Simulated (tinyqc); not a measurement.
What moves the results: optical transitions of a finite quantum well. A value that a table varies takes the place of the one given here.

Each carrier sees a square well of width L with its own depth V and masses m (inside), mb (outside); c = hbar^2/2m0, k = sqrt(m E/c), kappa = sqrt(mb (V - E)/c), and level n solves k L + 2 atan[(k/m)/(kappa/mb)] = n pi. The envelope is cos(kz) for odd n and sin(kz) for even n inside, joins exp(-kappa (|z| - L/2)) outside, and is normalised to 1. Excitons and band mixing are left out.

Constants: hbar^2/2m0 = 3.80998211 eV angstrom^2; e^2/(4 pi eps0) = 14.39964547 eV angstrom; hc = 1239.841984 eV nm.

Parameters, chosen for this exercise (near those of an InGaAs well in InP; the results hold for these values, not for the real material):
- L = 121 angstrom (well width)
- Vc = 0.242 eV (conduction offset)
- me = 0.0419 m0 (electron, well)
- meb = 0.08 m0 (electron, barrier)
- eps = 11.7 (background dielectric constant)
- Nss = (0.11, 0.28, 0.55, 1.1, 1.7, 2.2, 3.3) x 1e12/cm^2 (sheet densities)
- Eg = 0.804 eV (gap of the well)
- Vv = 0.323 eV (valence offset)
- mh = 0.381 m0 (heavy hole along z, well)
- mhb = 0.504 m0 (heavy hole, barrier)
- ml = 0.05 m0 (light hole along z, well)
- mlb = 0.1205 m0 (light hole, barrier)
- Ls = (32, 49, 64, 84, 107, 132, 208) angstrom (widths)

## Depolarisation shift

The collective line lies at E12 sqrt(1 + a), a = 8 pi q (n1 - n2) S/(eps E12), q = e^2/(4 pi eps0), S = integral over z of (integral up to z of psi_1 psi_2)^2. Zero temperature with the mass me in both subbands: n1 - n2 = Ns until Ns reaches D E12, D = me/(2 pi c), and D E12 beyond. 1e12/cm^2 = 1e-4/angstrom^2; exchange and the static band bending by the charge are left out.

Line position:
```
Ns (1e12/cm^2)  n1 - n2       a  line (meV)  shift (meV)
0.11              0.110  0.0362       92.16         1.62
0.28              0.280  0.0920       94.62         4.07
0.55              0.550  0.1808       98.39         7.84
1.1               1.100  0.3615      105.65        15.11
1.7               1.585  0.5208      111.66        21.12
2.2               1.585  0.5208      111.66        21.12
3.3               1.585  0.5208      111.66        21.12
```

S = 9.620 angstrom
E12 = 90.54 meV

The upward shift grows from 1.62 to 21.12 meV, 23.3 % of E12 at most. It stops moving once e2 starts to fill, at Ns = 1.58 e12/cm^2. For small a the shift is a E12/2, linear in Ns; in the last row that rule gives 23.58 meV. S/L = 0.0795, against 5/(9 pi^2) = 0.0563 for hard walls.

## Width of the well

Edge wavelength hc/(Eg + e1 + hh1), squared e1-hh1 overlap, lh1 - hh1, and the 1-2 intersubband energy with f_12 = (m1/c) E12 z_12^2, 1/m1 = <1|1/m|1> (dash: e2 unbound).

Results:
```
L (angstrom)  edge (nm)  overlap^2  lh1 - hh1 (meV)  E12 (meV)   f_12
32               1264.2     0.7902             81.9          -      -
49               1350.7     0.8615             59.7          -      -
64               1397.4     0.8954             46.1      173.1  0.498
84               1437.1     0.9229             34.0      143.2  0.959
107              1465.4     0.9424             25.1      107.0  0.975
132              1484.9     0.9560             18.8       80.0  0.971
208              1513.5     0.9768              9.5       39.8  0.963
```

The edge tunes from 1264 to 1514 nm, towards hc/Eg = 1542 nm, while the overlap goes from 0.790 to 0.977. e2 binds at L = pi sqrt(c/(me Vc)) = 60.9 angstrom; f_12 starts from zero there and is 0.498 at 64 angstrom, the rest going to the continuum; among the widths listed it peaks at 0.975 (107 angstrom) and is 0.963 in the widest well, against 0.961 for hard walls.

## What each parameter does

Edge wavelength hc/(Eg + e1 + hh1), squared overlap of e1 and hh1, and the confinement energies. Each row changes one parameter from the base and keeps the others.

Results:
```
case              edge (nm)  overlap^2  e1 (meV)  hh1 (meV)
base                 1477.4     0.9507      29.7        5.5
L = 133 angstrom     1485.5     0.9564      26.0        4.6
Eg = 0.82 eV         1449.7     0.9507      29.7        5.5
Vc = 0.206 eV        1479.9     0.9418      28.3        5.5
Vv = 0.388 eV        1477.2     0.9471      29.7        5.6
me = 0.0461 m0       1479.6     0.9569      28.5        5.5
mh = 0.324 m0        1476.0     0.9560      29.7        6.3
meb = 0.096 m0       1479.9     0.9481      28.3        5.5
```

The largest shifts from the base row, up to three for each result and ties (the steps differ in size, so this ranks the rows, not the parameters). edge (nm): Eg -27.6, L +8.2, Vc +2.5, meb +2.5. overlap^2: Vc -0.0089, me +0.0062, L +0.0057; unchanged at the printed digits by Eg. e1 (meV): L -3.7, Vc -1.4, meb -1.4; unchanged at the printed digits by Eg, Vv and mh. hh1 (meV): L -0.9, mh +0.8, Vv +0.1; unchanged at the printed digits by Eg, Vc, me and meb.

Run: tinyqc, `OMP_NUM_THREADS=1 python tinyqc.py 1280793 1280794 out.jsonl`; Intel(R) Xeon(R) Processor @ 2.30GHz, one thread, shared host; about 0.07 s of CPU time with all checks.
